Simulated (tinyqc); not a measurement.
Scan in temperature at fixed frequency: admittance spectroscopy and thermally stimulated current of one trap level in a depletion layer. Computed by tinyqc, a small Python program. Command: `OMP_NUM_THREADS=1 python tinyqc.py 3110077 3110078 out.jsonl admit walk`. One thread of a shared host (Intel(R) Xeon(R) Processor @ 2.30GHz), about 0.01 s of CPU time with the checks.

A Schottky junction on n-type material holds one donor-like electron trap; shallow donors are fully ionised and abrupt depletion edges are assumed.

Inputs (values chosen for the exercise, modelled on n-type 4H-SiC):
```
quantity                         value    unit
dielectric constant eps            9.7       -
density-of-states mass m         0.771     m_0
shallow doping N               8.4e+15  1/cm^3
trap density N_t               1.9e+15  1/cm^3
trap depth E_t below the band    0.455      eV
capture cross section sigma    2.3e-14    cm^2
band bending V_b                   1.7       V
test frequency f                  2000      Hz
```

Constants: k_B = 1.380649e-23 J/K; m_0 = 9.1093837015e-31 kg; h = 6.62607015e-34 J s; k_B = 8.617333262e-05 eV/K; eps_0 = 8.8541878128e-12 F/m; e = 1.602176634e-19 C.

Method:
- N_c = 2 (2 pi m k_B T/h^2)^(3/2), v_th = sqrt(3 k_B T/m), emission rate e_n = sigma v_th N_c exp(-E_t/(k_B T)).
- Where the level crosses the Fermi level capture equals emission, so the trap follows the signal with the rate 2 e_n; G/omega peaks at omega = 2 e_n (the correction for large N_t/N is left out).
- Solve 2 e_n(T_p) = 2 pi f.
- With E_c - E_F = k_B T_p ln(N_c/N): lambda = sqrt(2 eps eps_0 (E_t - (E_c - E_F))/(e^2 N)); traps are empty and charged for x < x_t = w - lambda, and V_b = e (N w^2 + N_t x_t^2)/(2 eps eps_0). High frequency: C_hf = eps eps_0/w. Low frequency: C_lf = eps eps_0 (N + N_t)/(N w + N_t x_t).
- With x = omega/(2 e_n): C = C_hf + (C_lf - C_hf)/(1 + x^2), G/omega = (C_lf - C_hf) x/(1 + x^2); C_hf and C_lf are held at their values at T_p.

peak temperature T_p = 260.708 K

C_hf = 19.1102 nF/cm^2

C_lf = 20.7447 nF/cm^2

Admittance:
```
T (K)  omega/(2 e_n)  C (nF/cm^2)  G/omega (nF/cm^2)
229.4     2.0490e+01       19.114            0.07958
239.9     6.8415e+00       19.144            0.23391
247.7     3.2090e+00       19.255            0.46427
255.5     1.5733e+00       19.580            0.73995
260.7     1.0007e+00       19.927            0.81725
265.9     6.4733e-01       20.262            0.74562
273.7     3.4693e-01       20.569            0.50614
284.2     1.5777e-01       20.705            0.25160
297.2     6.4007e-02       20.738            0.10419
```

The peak of G/omega is half the step, 0.817 nF/cm^2. Its full width is near 2 ln(2 + sqrt3) k_B T_p^2/(E_t + 2 k_B T_p) = 30.9 K.

Extremes, crossings and ranges named in words are read from the listed rows.
